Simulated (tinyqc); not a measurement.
Comparisons within one model: sp3s* tight binding with spin-orbit coupling. A value that a table varies takes the place of the one given here.

sp3s* tight binding, nearest neighbours only: anion (a) at 0, cation (c) at a/4 (1,1,1), orbitals s, px, py, pz, s* on each; k in units of 2 pi/a. With phases e_j = exp(i (pi/2) k.n_j) for n = (1,1,1), (1,-1,-1), (-1,1,-1), (-1,-1,1): g0 = (e1+e2+e3+e4)/4, g1 = (e1+e2-e3-e4)/4, g2 = (e1-e2+e3-e4)/4, g3 = (e1-e2-e3+e4)/4. The diagonal holds the levels Esa, Epa, Exa (s*) and Esc, Epc, Exc. Anion-cation block: <sa|sc> = Vss g0; <sa|xc> = Vsapc g1; <xa|sc> = -Vscpa g1; <xa|xc> = Vxx g0; <xa|yc> = <ya|xc> = Vxy g3, <xa|zc> = <za|xc> = Vxy g2, <ya|zc> = <za|yc> = Vxy g1; <s*a|xc> = Vxapc g1; <xa|s*c> = -Vpaxc g1; y and z take g2 and g3 in place of g1; s-s* and s*-s* vanish.

Spin-orbit coupling acts within the p shell of each atom as (D/3) L.sigma, D = Da or Dc: it puts four states at Ep + D/3 and two at Ep - 2D/3.

Values chosen for the exercise (near a published set for GaAs, fitted to gaps, whose masses and valley positions are rough; spin-orbit coupling, where it is added without a refit, lifts the valence top and shrinks all gaps by about a third of the splitting; the results hold for these values, not for the real material): Esa = -8.381 eV (s level of the anion); Epa = 1.047 eV (p level of the anion); Esc = -2.676 eV (s level of the cation); Epc = 3.64 eV (p level of the cation); Exa = 8.639 eV (s* level of the anion); Exc = 6.735 eV (s* level of the cation); Vss = -6.468 eV (s-s); Vxx = 1.947 eV (px-px); Vxy = 5.039 eV (px-py); Vsapc = 4.489 eV (s anion, p cation); Vscpa = 5.787 eV (s cation, p anion); Vxapc = 4.825 eV (s* anion, p cation); Vpaxc = 4.833 eV (p anion, s* cation); Da = 0.416 eV (atomic spin-orbit splitting, anion); Dc = 0.173 eV (the same, cation); eta = 3 (scaling exponent); D001 = 0.95 (ratio -ezz/exx).

## What the s* orbital does

The s* couplings Vxapc and Vpaxc are scaled by f; f = 0 is the plain sp3 model. Gaps from the top of the valence band at Gamma; the Delta value is the minimum on (x,0,0), 0.5 <= x <= 1.

Gaps (eV):

| f | Gamma | Delta | L | x of the minimum |
|---|---|---|---|---|
| 0.00 | 1.4159 | 3.9418 | 2.7842 | 0.500 |
| 0.25 | 1.4159 | 3.8181 | 2.6748 | 0.500 |
| 0.50 | 1.4159 | 3.5054 | 2.3865 | 0.500 |
| 0.75 | 1.4159 | 2.9312 | 1.9972 | 1.000 |
| 0.90 | 1.4159 | 2.3273 | 1.7418 | 1.000 |
| 1.00 | 1.4159 | 1.9186 | 1.5679 | 1.000 |
| 1.10 | 1.4159 | 1.5074 | 1.3928 | 1.000 |

How do the results move?

The gap at Gamma stays, since g1 to g3 vanish there. From f = 0 to 1 the s* levels lower the Delta value by 2.023 eV and L by 1.216 eV. For f = 0, 0.25 and 0.5 the least value lies at x = 0.5, the end of the range: any valley further out lies above that value until s* has lowered it enough. The lowest of the three is Gamma at both f = 0 and f = 1.

## Hydrostatic strain (sp3s* tight binding with spin-orbit coupling, strained)

Strain e moves each bond vector to d = (1 + e) d0 (no internal displacement for the diagonal strains used here) and k is given in fractions of the strained reciprocal cell, so the phases stay. Two-centre values Vss_sigma = Vss/4, Vsp_sigma = sqrt3 V/4 for each s-p and s*-p pair, Vpp_sigma = (Vxx + 2 Vxy)/4, Vpp_pi = (Vxx - Vxy)/4 are scaled by (d0/d)^eta and combined with the new direction cosines; the levels on the diagonal stay.

exx = eyy = ezz = e. Gaps as measured from the top of the valence band; the deformation potentials are (gap(0.01) - gap(-0.01))/0.06.

Gaps (eV):

| e | Gamma | Delta | L | x of the minimum |
|---|---|---|---|---|
| -0.03 | 2.1448 | 1.9044 | 1.9165 | 1.000 |
| -0.02 | 1.8906 | 1.9077 | 1.7950 | 1.000 |
| -0.01 | 1.6478 | 1.9125 | 1.6788 | 1.000 |
| 0.00 | 1.4159 | 1.9186 | 1.5679 | 1.000 |
| 0.01 | 1.1943 | 1.9256 | 1.4623 | 1.000 |
| 0.02 | 0.9827 | 1.9336 | 1.3617 | 1.000 |
| 0.03 | 0.7804 | 1.9424 | 1.2661 | 1.000 |

gap deformation potentials (eV): Gamma -7.557, Delta 0.218, L -3.609

What does this show, and why?

Per unit of volume strain the gaps move by -7.56 (Gamma), +0.22 (Delta) and -3.61 eV (L). The lowest valley changes from the Delta line to L between e = -0.03 and -0.02 and from L to Gamma between e = -0.02 and -0.01. These potentials follow from the one exponent eta, which fitted models replace by one for each integral; with it the sizes are rough, the sign for Delta can be wrong (in Si, Ge and the III-V crystals measured values are small and positive), and the pressures at which valleys cross, and which valley takes over, are rough too. A gap of zero, where one is listed, marks an s level that has sunk below the valence top.

## Biaxial strain splits the top of the valence band (sp3s* tight binding, strained)

No spin-orbit coupling; k = 0; exx = eyy = e, ezz = -D001 e. The four bonds keep equal lengths, and the sums over them give Vxx(e) for px and py and Vzz(e) for pz; each level is the lower root of [[Epa, V], [V, Epc]], and the s level the upper root of the s block. The shear potential b follows from E(x,y) - E(z) = 3 b (exx - ezz), taken as the slope between e = -0.005 and 0.005.

Couplings and levels at Gamma (eV):

| e | ezz | Vxx(e) | Vzz(e) | E(x,y) | E(z) | E(x,y) - E(z) (meV) | upper s level |
|---|---|---|---|---|---|---|---|
| -0.020 | 0.0190 | 1.8519 | 2.2585 | 0.0828 | -0.2607 | 343.5 | 1.6637 |
| -0.010 | 0.0095 | 1.9007 | 2.1006 | 0.0427 | -0.1250 | 167.7 | 1.6024 |
| -0.005 | 0.0047 | 1.9242 | 2.0233 | 0.0233 | -0.0595 | 82.8 | 1.5716 |
| 0.005 | -0.0047 | 1.9692 | 1.8718 | -0.0142 | 0.0665 | -80.7 | 1.5094 |
| 0.010 | -0.0095 | 1.9908 | 1.7977 | -0.0323 | 0.1270 | -159.3 | 1.4782 |
| 0.020 | -0.0190 | 2.0322 | 1.6528 | -0.0671 | 0.2429 | -310.0 | 1.4153 |

b = -2.796 eV

What does this show, and why?

Under tension in the plane (e > 0) the bonds tilt towards the plane, Vxx grows to 1.9908 and Vzz falls to 1.7977 eV at e = 0.01, and the pz state forms the top of the valence band, by 159.3 meV; under compression (e = -0.01) the px, py pair does, by 167.7 meV. The slope gives b = -2.80 eV, a rough value, since on-site strain terms are left out (measured values lie near -2 eV).

## What each parameter does

Gaps from the top of the valence band at Gamma; Delta is the minimum on (x,0,0), 0.5 <= x <= 1. Each row changes one parameter from the base and keeps the others.

Results:

| case | Ev (eV) | gap Gamma (eV) | gap Delta (eV) | gap L (eV) |
|---|---|---|---|---|
| base | 0.1247 | 1.4159 | 1.9186 | 1.5679 |
| Exc = 6.435 eV | 0.1247 | 1.4159 | 1.9186 | 1.5479 |
| Vxx = 2.247 eV | -0.1325 | 1.6731 | 2.1758 | 1.8681 |
| Vxapc = 5.025 eV | 0.1247 | 1.4159 | 1.7483 | 1.5197 |
| Vss = -6.668 eV | 0.1247 | 1.5993 | 1.9186 | 1.6166 |
| Esc = -2.376 eV | 0.1247 | 1.6277 | 1.9186 | 1.6874 |
| Esa = -8.081 eV | 0.1247 | 1.5067 | 1.9516 | 1.6130 |

How do the results move?

The largest shifts from the base row, up to three for each result and ties (the steps differ in size, so this ranks the rows, not the parameters). Ev (eV): Vxx -0.2572; unchanged at the printed digits by Exc, Vxapc, Vss, Esc and Esa. gap Gamma (eV): Vxx +0.2572, Esc +0.2118, Vss +0.1834; unchanged at the printed digits by Exc and Vxapc. gap Delta (eV): Vxx +0.2572, Vxapc -0.1702, Esa +0.0330; unchanged at the printed digits by Exc, Vss and Esc. gap L (eV): Vxx +0.3001, Esc +0.1195, Vss +0.0486. Exc and Vxapc cannot move Ev or the gap at Gamma, whose blocks do not hold them; s parameters never move Ev, and move the gap only where the lowest empty level at Gamma is s-like.

tinyqc: `OMP_NUM_THREADS=1 python tinyqc.py 1451534 1451535 out.jsonl`; about 0.1 s, one thread, shared Intel(R) Xeon(R) Processor @ 2.30GHz.
